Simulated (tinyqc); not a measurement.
Dispersion: Heisenberg magnet: exchange from energy differences, ordering vector, linear spin waves and ordering temperature. Computed by tinyqc, a small Python program. Command: `OMP_NUM_THREADS=1 python tinyqc.py 3019960 3019961 out.jsonl magnon walk`. One thread of a shared host (Intel(R) Xeon(R) Processor @ 2.30GHz), about 0.2 s of CPU time with the checks.

H = -sum over pairs <ij> J_ij S_i.S_j - K sum_i (S_i^z)^2, each pair once, J > 0 ferromagnetic. First neighbours: 12 at a (0.5, 0.5, 0), second: 6 at a (1, 0, 0), with all permutations and signs.

Inputs (values chosen for the exercise, for a model magnet):
```
quantity                  value      unit
exchange J1               0.287       meV
exchange J2              0.0086       meV
spin S                      1.5         -
single-ion anisotropy K  0.0087       meV
lattice constant a         4.66  angstrom
```

Lattice: fcc. Order: ferromagnetic.

Method:
- g_s(q) = sum over shell s of cos(q.R), z1 = g1(0). E(q) = S [J(0) - J(q)] + (2S - 1) K, J(q) = J1 g1 + J2 g2. The factor 2S - 1 removes the anisotropy for S = 1/2.
- sum R_x^2 over the shells is s1 = 2 a^2 and s2 = 2 a^2. E = gap + D q^2 with D = (S/2)(J1 s1 + J2 s2) and gap = (2S - 1) K.
- J(q) = J1 g1(q) + J2 g2(q), g_s(q) = sum over shell s of cos(q.R).

gap = 0.0174 meV

stiffness D = 9.62870 meV angstrom^2

Energies (meV); X = (1, 0, 0), L = (0.5, 0.5, 0.5) in 2 pi/a:
```
line  fraction of the way    E(q)  gap + D q^2
G-X                  0.10  0.1909        0.192
G-X                  0.25  1.0519        1.111
G-X                  0.50  3.5130        4.394
G-X                  0.75  5.9225        9.864
G-X                  1.00  6.9054       17.522
G-L                  0.10  0.1476        0.149
G-L                  0.25  0.7966        0.838
G-L                  0.50  2.6778        3.300
G-L                  0.75  4.5590        7.402
G-L                  1.00  5.3382       13.146
```

At the end of the G-X rows the long-wave form is 2.54 times the true energy. At the end of the G-L rows the long-wave form is 2.46 times the true energy. It holds to 5 % in 2 of the ten rows; nearer the zone boundary the cosine flattens the band.
